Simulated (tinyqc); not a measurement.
Resistive memory cell, filament-gap model with Joule heating: one step of the calculation.

A tunnelling gap g separates the tip of a filament from the electrode. I = I0 exp(-g/g0) sinh(Vd/V0), with Vd = V - I Rs on the device; T = T0 + Rth Vd I at once; the gap closes as dg/dt = -nu exp(-q Ea/(kB T)) sinh(al q Vd/(kB T)). All constants are fitting values of a compact model.

Problem. Current, temperature and closing rate. I, T and dg/dt as above.

Parameters, values chosen for the exercise: ambient temperature T0 = 358 K; current scale I0 = 0.42 mA; tunnelling length g0 = 0.32 nm; voltage scale V0 = 0.32 V; attempt velocity nu = 1 m/s; activation energy Ea = 1.13 eV; barrier lowering per volt on the device al = 0.43; thermal resistance Rth = 3.1e5 K/W.

Constants: q = 1.602176634e-19 C, kB = 1.380649e-23 J/K. Results are converted to the units shown.

g = 1 nm
Vd = 1.4591519 V

Give: I; T; lowered barrier Ea - al Vd; -dg/dt.

Solution.

I = 881.7 uA
T = 756.8 K
lowered barrier Ea - al Vd = 0.5026 eV
-dg/dt = 2.251e-4 nm/ns

tinyqc, about 0.1 s, one thread, Intel Xeon 2.30GHz (shared host): `OMP_NUM_THREADS=1 python tinyqc.py 2880146 2880147 out.jsonl`
